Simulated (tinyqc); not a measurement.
From results back to parameters: two-band k.p model of the Delta valleys near the X point under shear strain. Five cases, with inputs chosen for the exercise.

Problem. Under a shear strain exy (|eta| < 1) the valley on the [001] axis has ml(eta) = ml/(1 - eta^2), 1/m[110] = 1/mt + eta/Mp and 1/m[1-10] = 1/mt - eta/Mp with Mp > 0, eta = D exy/Delta, Delta = 2 c k0^2/ml, k0 = kx0 2 pi/a, c = hbar^2/2m0.

Constants: hbar^2/2m0 = 3.80998211 eV angstrom^2.

Find: mt; eta; Mp; D.

Method. The mean of the two inverse transverse masses is 1/mt; eta^2 = 1 - ml/ml(eta), with the sign of 1/m[110] - 1/m[1-10] = 2 eta/Mp, which then gives Mp; D = eta Delta/exy.

Case 1.

Values chosen (near those of Si; shifted at random, so the results belong to these values and not to a real crystal): a = 5.438 angstrom (lattice constant); ml = 0.889 m0 (longitudinal mass); kx0 = 0.149 2 pi/a (distance of the minimum from X); exy = -0.0025 (shear strain).

m[110], m[1-10], ml(eta) (m0): 0.21979768  0.17202656  0.90800165

Solution.

mt = 0.193 m0
eta = -0.1447
Mp = 0.229 m0
D = 14.7 eV

Case 2.

Values chosen (near those of Si; shifted at random, so the results belong to these values and not to a real crystal): a = 5.445 angstrom (lattice constant); ml = 0.938 m0 (longitudinal mass); kx0 = 0.148 2 pi/a (distance of the minimum from X); exy = 0.011 (shear strain).

m[110], m[1-10], ml(eta) (m0): 0.12595035  0.46266870  1.71529283

Solution.

mt = 0.198 m0
eta = 0.6732
Mp = 0.233 m0
D = 14.5 eV

Case 3.

Values chosen (near those of Si; shifted at random, so the results belong to these values and not to a real crystal): a = 5.426 angstrom (lattice constant); ml = 0.915 m0 (longitudinal mass); kx0 = 0.156 2 pi/a (distance of the minimum from X); exy = 0.0034 (shear strain).

m[110], m[1-10], ml(eta) (m0): 0.16763204  0.22465751  0.94438898

Solution.

mt = 0.192 m0
eta = 0.1764
Mp = 0.233 m0
D = 14.1 eV

Case 4.

Values chosen (near those of Si; shifted at random, so the results belong to these values and not to a real crystal): a = 5.417 angstrom (lattice constant); ml = 0.925 m0 (longitudinal mass); kx0 = 0.148 2 pi/a (distance of the minimum from X); exy = 0.0016 (shear strain).

m[110], m[1-10], ml(eta) (m0): 0.17912698  0.20455871  0.93173532

Solution.

mt = 0.191 m0
eta = 0.0850
Mp = 0.245 m0
D = 12.9 eV

Case 5.

Values chosen (near those of Si; shifted at random, so the results belong to these values and not to a real crystal): a = 5.442 angstrom (lattice constant); ml = 0.939 m0 (longitudinal mass); kx0 = 0.151 2 pi/a (distance of the minimum from X); exy = 0.0011 (shear strain).

m[110], m[1-10], ml(eta) (m0): 0.17998462  0.19896616  0.94294311

Solution.

mt = 0.189 m0
eta = 0.0647
Mp = 0.244 m0
D = 14.5 eV

Computed by tinyqc, one run a case: `OMP_NUM_THREADS=1 python tinyqc.py N N+1 out.jsonl` with N = 1051342, 1051390, 1051415, 1051487, 1051489; one thread of a shared Intel(R) Xeon(R) Processor @ 2.30GHz, about 0.01 s a run at most.
